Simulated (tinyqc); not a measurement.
Inside a calculation: Fermi-Dirac statistics of conduction electrons. Values are carried at full precision from step to step, so a last printed digit may differ when a step is redone from the rounded ones.

Constants: hbar^2/2m0 = 3.80998211 eV angstrom^2; kB = 8.617333262e-05 eV/K; e^2/(4 pi eps0) = 14.39964547 eV angstrom.

Inputs chosen for the exercise (near those of Ge, lowest valleys alone; shifted at random, so the results belong to these values and not to a real crystal):
- m = 0.5494 m0 (density-of-states mass of the conduction band)
- T = 400 K
- n = 9.8e+19 1/cm^3 (electron density)
- eps = 16.1 (static dielectric constant)
- alpha = 0.64 1/eV (non-parabolicity)

## Reduced density

N = 2 (m kB T/(4 pi c))^(3/2) with c = hbar^2/2m0, in 1/angstrom^3; times 1e24 for 1/cm^3; u = n/Nc.

kT = 0.034469 eV
Nc = 1.5733e+19 1/cm^3
u = n/Nc = 6.22892

## Reduced Fermi level by five rules

F_j(eta) = (1/Gamma(j + 1)) integral_0^infinity x^j dx/(1 + exp(x - eta)), which tends to exp(eta) for eta << 0.

With u = n/Nc: Boltzmann eta = ln u; Joyce-Dixon eta = ln u + u/sqrt(8) - 4.95009e-3 u^2 + 1.48386e-4 u^3 - 4.42563e-6 u^4; Nilsson eta = ln u/(1 - u^2) + v/(1 + (0.24 + 1.08 v)^-2) with v = (3 sqrt(pi) u/4)^(2/3); fully degenerate limit eta = v; exact: F_1/2(eta) = u.

Find eta = (EF - Ec)/kT by each rule.

eta: Boltzmann 1.829, Joyce-Dixon 3.869, Nilsson 3.864, degenerate 4.093, exact 3.869

Against the exact value the errors are Boltzmann -2.040, Joyce-Dixon -0.001, Nilsson -0.005, degenerate limit +0.223 (in kT).

## Exact eta by Newton steps

Solve ln F_1/2(eta) = ln u from the Boltzmann value; dF_1/2/d eta = F_-1/2, so the step is -ln(F_1/2/u) F_1/2/F_-1/2. Stop below 1e-9.

Newton steps:

| step | eta | F_1/2 | F_-1/2 | step taken |
|---|---|---|---|---|
| 1 | 1.829203 | 2.57977 | 1.39213 | 1.63 |
| 2 | 3.462731 | 5.38276 | 2.01379 | 0.390 |
| 3 | 3.852987 | 6.19356 | 2.14017 | 0.0165 |
| 4 | 3.869462 | 6.22887 | 2.14534 | 2.70e-05 |
| 5 | 3.869489 | 6.22892 | 2.14535 | 7.23e-11 |

Converged in 5 steps.

## Mean energy, Einstein relation and screening

eta = 3.86949

Mean kinetic energy <E> = (3/2) kT F_3/2/F_1/2; D/mu = (kT/e) F_1/2/F_-1/2; dn/dEF = (Nc/kT) F_-1/2; screening length L = (4 pi (e^2/(4 pi eps0)) (dn/dEF)/eps)^(-1/2), with dn/dEF in 1/(angstrom^3 eV) (1/cm^3 = 1e-24/angstrom^3).

F_-1/2, F_1/2, F_3/2: 2.145  6.229  12.43

<E> = 103.17 meV
D/mu = 100.08 mV
dn/dEF = 9.792e+20 1/(cm^3 eV)
L = 9.532 angstrom

The gas is degenerate. D/mu is 2.903 times kT/e and <E> is 1.995 times (3/2) kT; the Debye formula, with n/kT in place of dn/dEF, would give L = 5.594 angstrom.

## Fermi level in the non-parabolic band

Non-parabolic band E (1 + alpha E) = c k^2/m: n = Nc (2/sqrt(pi)) integral_0^infinity sqrt(x (1 + a x)) (1 + 2 a x) dx/(1 + exp(x - eta)) with a = alpha kT and eta = (EF - Ec)/kT; a = 0 gives n = Nc F_1/2(eta).

Solve for eta at the same n.

a = 0.02206
eta = 3.458
EF - Ec = 119.21 meV

The extra states lower EF by 14.17 meV against the parabolic band. In Ge the Gamma and Delta valleys, 0.14 and 0.18 eV up, would start to fill at this EF.

## Checks

- Non-parabolic integral at a = 0 against F_1/2(2): both 2.823721.
- F_1/2(40) against the Sommerfeld form (4/(3 sqrt(pi))) eta^(3/2) (1 + pi^2/(8 eta^2)): both 190.45.

Computed by tinyqc, a small Python program: `OMP_NUM_THREADS=1 python tinyqc.py 1652211 1652212 out.jsonl` (the numbers bound the seed that draws the inputs); one thread of a shared host (Intel(R) Xeon(R) Processor @ 2.30GHz), about 0.01 s for the whole set of steps.
